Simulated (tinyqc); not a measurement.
Charge control and current of a heterostructure field-effect transistor: one step, computed by the program tinyqc. Command: `OMP_NUM_THREADS=1 python tinyqc.py 3009053 3009054 out.jsonl hemt walk`. One thread of a shared host (Intel(R) Xeon(R) Processor @ 2.30GHz), about 0.01 s of CPU time with the checks.

Two subbands in a triangular well; E_F is counted from the conduction band edge of the channel at the interface.

Problem. Levels and gate capacitance. Charge control: n_s = C_b (V_G - V_T - E_F/e)/e. Well: mean field F = e n_s/(2 eps eps_0), E_i = (hbar^2/2m)^(1/3) [(3 pi e F/2)(i + 3/4)]^(2/3), i = 0, 1; n_s = D k_B T sum_i ln(1 + exp((E_F - E_i)/k_B T)), D = m/(pi hbar^2), which is solved in closed form for E_F. C_g = e dn_s/dV_G = 1/(1/C_b + 1/C_q), 1/C_q = d(E_F/e)/d(e n_s) by a central difference of +/- 0.1 % in n_s; added distance dd = eps eps_0/C_q.

Inputs (values chosen for the exercise, modelled on AlGaAs/GaAs): channel mass m = 0.069 m_0; permittivity eps (barrier and channel) = 12.3; temperature T = 77 K.

Charge source: delta doping. Velocity law: smooth.

sheet density n_s = 9.522901e+11 1/cm^2

barrier capacitance C_b = 0.4735066 microfarad/cm^2

Constants: k_B = 8.617333262e-05 eV/K; e = 1.602176634e-19 C; eps_0 = 8.8541878128e-12 F/m; hbar = 1.054571817e-34 J s; m_0 = 9.1093837015e-31 kg; k_B = 1.380649e-23 J/K.

Give: E_0; E_1; E_F; share in the second subband; gate capacitance C_g; added distance dd.

Solution.

E_0 = 69.69 meV

E_1 = 122.6 meV

E_F = 102.4 meV

share in the second subband = 0.9311 %

gate capacitance C_g = 0.3795 microfarad/cm^2

added distance dd = 5.698 nm

C_g is 80 % of C_b: the finite density of states and the rise of E_0 act as 5.7 nm of extra barrier.
